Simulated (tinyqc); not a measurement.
# Long-channel MOSFET, surface-potential model: two studies

n-channel transistor on a uniformly doped p-type body, gradual-channel approximation, constant mobility, Boltzmann statistics, full ionisation. Potentials are counted from the neutral body; V is the electron quasi-Fermi potential, Vsb at the source and Vsb + Vds at the drain. Charges are magnitudes per area.

Inputs (values chosen for the exercise); material values close to those of gallium nitride:
- T = 293 K (temperature)
- Eg = 3.41 eV (band gap)
- eps_r = 9.51 (relative permittivity of the semiconductor)
- Nc = 2.23e18 cm^-3 (conduction-band density of states at T)
- Nv = 4.42e19 cm^-3 (valence-band density of states at T)
- Na = 2.7e17 cm^-3 (acceptor density of the body)
- eox = 7.71 (relative permittivity of the gate insulator)
- tox = 18 nm (insulator thickness)
- Vfb = -1.89 V (flat-band voltage)
- mu = 500 cm^2/(V s) (channel mobility)
- W = 5 um (gate width)
- L = 2 um (gate length)
- Vsb = 0 V (source-body reverse bias)
- Vgs = 2.58 V (gate-source voltage)
- Vds = 2 V (drain-source voltage)

Constants: q = 1.602176634e-19 C, kB = 1.380649e-23 J/K, Vt = kB T/q, eps0 = 8.8541878128e-14 F/cm where lengths are in cm. Results are converted to the units shown.

Each table varies one quantity; the others keep the values above.

## Transfer curve from weak to strong inversion

ni = sqrt(Nc Nv) exp(-Eg/(2 Vt)), Eg in volts; phiF = Vt ln(Na/ni); Cox = eps0 eox/tox; gamma = sqrt(2 q eps0 eps_r Na)/Cox. The surface potential psi at channel potential V solves Vgs + Vsb - Vfb - psi = gamma sqrt(G), G = psi - Vt + Vt exp((psi - 2 phiF - V)/Vt). Charge sheet: Qi = Cox gamma [sqrt(G) - sqrt(psi - Vt)]; I = mu (W/L) [integral of Qi dpsi from psi_0 to psi_L (drift) + Vt (Qi0 - QiL) (diffusion)], with psi_0 at V = Vsb and psi_L at V = Vsb + Vds. Pao-Sah: Qi(V) = (Cox gamma/2) integral from 3 Vt to psi of exp((u - 2 phiF - V)/Vt)/sqrt(G(u, V)) du, and I = mu (W/L) integral of Qi dV from Vsb to Vsb + Vds. Square law: VT = Vfb + 2 phiF + gamma sqrt(2 phiF + Vsb), m = 1 + gamma/(2 sqrt(2 phiF + Vsb)), I = mu Cox (W/L) [(Vgs - VT) v - m v^2/2] with v the smaller of Vds and (Vgs - VT)/m, and zero below VT. gm = dI/dVgs of the charge-sheet current.

Result of one run:

| Vgs (V) | I, charge sheet (uA) | I, Pao-Sah (uA) | drift share (%) | gm/I (1/V) | I, square law (uA) |
|---|---|---|---|---|---|
| 2.77 | 2.025 | 2.041 | 55.49 | 14.61 | 4.655 |

What becomes of these results when the gate-source voltage Vgs is changed from 2.77 to 3.03 V, all else the same?

Result of the changed run:

| Vgs (V) | I, charge sheet (uA) | I, Pao-Sah (uA) | drift share (%) | gm/I (1/V) | I, square law (uA) |
|---|---|---|---|---|---|
| 3.03 | 20.41 | 20.61 | 82.89 | 5.630 | 33.81 |

The whole series:

| Vgs (V) | I, charge sheet (uA) | I, Pao-Sah (uA) | drift share (%) | gm/I (1/V) | I, square law (uA) |
|---|---|---|---|---|---|
| 2.42 | 1.113e-4 | 1.118e-4 | 0.01529 | 32.75 | 0 |
| 2.51 | 0.002124 | 0.002133 | 0.2907 | 32.73 | 0 |
| 2.59 | 0.02839 | 0.02851 | 3.636 | 31.68 | 0 |
| 2.68 | 0.3701 | 0.3723 | 27.14 | 23.93 | 0.7948 |
| 2.77 | 2.025 | 2.041 | 55.49 | 14.61 | 4.655 |
| 2.86 | 5.886 | 5.939 | 70.57 | 9.663 | 11.72 |
| 2.95 | 12.34 | 12.46 | 78.57 | 7.045 | 21.99 |
| 3.03 | 20.41 | 20.61 | 82.89 | 5.630 | 33.81 |
| 3.12 | 32.21 | 32.52 | 86.12 | 4.572 | 50.13 |

The charge-sheet current rises from 1.11e-4 to 32.2 uA. In the first row gm/I is 32.8 1/V, a swing of 70.3 mV a decade, against Vt ln 10 = 58.1 mV a decade for an ideal gate; in the last it is 4.57 1/V. Drift passes half of the current at Vgs = 2.77 V among the rows listed (VT = 2.62 V). The charge sheet departs most from Pao-Sah at Vgs = 3.12 V, where it is 0.96 % below it. In the last row the square law is 54 % above Pao-Sah. For Vgs = 2.68 to 3.12 V the surface electron density at the source passes 0.3 Nc, where degeneracy and quantisation, left out here, matter.

## Effect of the source-body reverse bias

VT = Vfb + 2 phiF + gamma sqrt(2 phiF + Vsb), m = 1 + gamma/(2 sqrt(2 phiF + Vsb)). The swing is 20 mV/log10[I(VT - 0.14 V)/I(VT - 0.16 V)] of the charge-sheet current at the given Vds.

The same in every row: gamma (V^0.5) = 0.7117.

Effect of the source-body reverse bias:

| Vsb (V) | VT (V) | m | swing (mV/decade) | I at Vgs, Vds (uA) |
|---|---|---|---|---|
| 0 | 2.617 | 1.198 | 70.26 | 0.02065 |
| 0.5 | 2.712 | 1.184 | 69.36 | 8.047e-4 |
| 1 | 2.801 | 1.173 | 68.63 | 3.589e-5 |
| 1.5 | 2.885 | 1.164 | 68.03 | 1.838e-6 |
| 2 | 2.965 | 1.156 | 67.52 | 1.064e-7 |
| 2.5 | 3.041 | 1.149 | 67.08 | 6.863e-9 |
| 3 | 3.114 | 1.143 | 66.70 | 4.878e-10 |

What does the table show?

As Vsb goes from 0 to 3 V, VT rises from 2.62 to 3.11 V, the swing falls from 70.3 to 66.7 mV a decade and the current falls from 0.0206 to 4.88e-10 uA. The swing is 0.87 % above m Vt ln 10 in the first row and 0.41 % above it in the last. The gate voltage is below VT in 7 of the 7 rows.

Program tinyqc, `OMP_NUM_THREADS=1 python tinyqc.py 2360154 2360155 out.jsonl`; Intel Xeon 2.30GHz, shared host, one thread, about 0.06 s.
